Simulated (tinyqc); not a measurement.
Doping: the thermoelectric optimum: Boltzmann transport in a parabolic band with a power-law relaxation time.

F_j(eta) = (1/Gamma(j + 1)) integral_0^infinity x^j dx/(1 + exp(x - eta)), which tends to exp(eta) for eta << 0.

n = N F_1/2(eta) with N = 2 (m kB T/(4 pi c))^(3/2) with c = hbar^2/2m0, in 1/angstrom^3; times 1e24 for 1/cm^3, m = md.

tau = tau0 x^r with x = E/kT. With K_j = Gamma(j + 1) F_j(eta): <tau> = tau0 (r + 3/2) K_(r+1/2)/((3/2) K_(1/2)); mu = <tau>/(mc m0/e), m0/e = 5.685630e-12 kg/C; Hall factor rH = (3/2) K_(1/2) (2r + 3/2) K_(2r+1/2)/((r + 3/2) K_(r+1/2))^2; Seebeck S = -(kB/e) [(r + 5/2) K_(r+3/2)/((r + 3/2) K_(r+1/2)) - eta]; Lorenz number L = (kB/e)^2 [(r + 7/2) K_(r+5/2)/((r + 3/2) K_(r+1/2)) - ((r + 5/2) K_(r+3/2)/((r + 3/2) K_(r+1/2)))^2]; kB/e in V/K. Valley anisotropy is left out of rH.

Constants: hbar^2/2m0 = 3.80998211 eV angstrom^2; kB = 8.617333262e-05 eV/K.

Inputs chosen for the exercise (masses near those of Ge; tau0 is set for a mobility of the usual size at this n, kL is a free input; freeze-out and phonon drag, which matter near 77 K, are left out; the results hold for these values, not for the real material): md = 0.547 m0 (density-of-states mass); mc = 0.1184 m0 (conductivity mass); tau0 = 440 fs (tau at E = kT); r = -0.5 (exponent of tau); T = 200 K; kL = 44 W/(m K) (lattice thermal conductivity).

tau0 is held fixed. sigma = e n mu with e = 1.602176634e-19 C; ZT = S^2 sigma T/(kL + L sigma T).

Results:
```
n (1/cm^3)    eta  mu (cm^2/(V s))  sigma (S/cm)     rH  S (microvolt/K)  L (1e-8)  S^2 sigma (mW/(m K^2))      ZT
6.0e+16     -4.52         4.91e+03          47.2  1.177             -562     1.487                    1.49  0.0068
2.0e+17     -3.31         4.89e+03           157  1.176             -459     1.492                    3.30   0.015
6.0e+17     -2.18         4.84e+03           465  1.171             -365     1.505                    6.20   0.028
2.0e+18     -0.89         4.68e+03      1.50e+03  1.155             -264     1.549                    10.5   0.047
3.0e+18     -0.42         4.57e+03      2.20e+03  1.145             -232     1.579                    11.8   0.053
7.0e+18      0.68         4.22e+03      4.73e+03  1.115             -166     1.684                    13.1   0.058
1.0e+19      1.22         4.01e+03      6.43e+03  1.099             -141     1.751                    12.8   0.055
3.0e+19      3.49         3.18e+03      1.53e+04  1.046              -77     2.041                    8.97   0.036
6.0e+19      5.78         2.62e+03      2.52e+04  1.022              -49     2.230                    5.96   0.022
1.0e+20      8.23         2.24e+03      3.58e+04  1.012              -34     2.327                    4.24   0.014
```

What does the comparison show, and why?

|S| falls by 197 microvolt/K from the first to the third row (198 a decade in the non-degenerate range; holes, which count near the intrinsic density, and non-parabolicity are left out). The power factor peaks at 7e+18 1/cm^3 of those listed (eta = 0.68, S = -166); ZT is largest at 7e+18 1/cm^3 (eta = 0.68). mu changes by a factor 0.46 over the table and rH goes from 1.177 to 1.012. A real tau0 would fall with doping.

(tinyqc, `OMP_NUM_THREADS=1 python tinyqc.py 1682430 1682431 out.jsonl`, Intel(R) Xeon(R) Processor @ 2.30GHz, 1 thread, shared host, about 0.01 s.)
